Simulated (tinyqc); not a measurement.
Film and buried-oxide thickness from two coupling ratios.

Problem. In a depleted film -dVT/dVb is k1 = Cs Cbox/(Cox (Cs + Cbox)) for a front channel and k2 = Cbox (Cox + Cs)/(Cox Cs) for a back channel, with Cox = eps0 eox/tox, Cs = eps0 eps_r/ts, Cbox = 3.9 eps0/tb. Find ts and tb.

Values chosen for this exercise; band and dielectric values close to those of In0.53Ga0.47As:
- eps_r = 13.9 (relative permittivity)
- eox = 8.97 (relative permittivity of the gate insulator (close to aluminium oxide))
- tox = 6.7 nm (insulator thickness)

coupling ratios for a front and a back channel: [0.054212484, 0.20525226]

Solution. With y = Cox/Cs and z = Cox/Cbox, 1/k1 = y + z and k2 = (1 + y)/z, so y = (k2/k1 - 1)/(1 + k2); the thicknesses follow from y and z.

ts = 24.0 nm
tb = 47.0 nm

Numbers from tinyqc (`OMP_NUM_THREADS=1 python tinyqc.py 2190017 2190018 out.jsonl`; about 0.4 s on one thread of a shared Intel Xeon 2.30GHz).
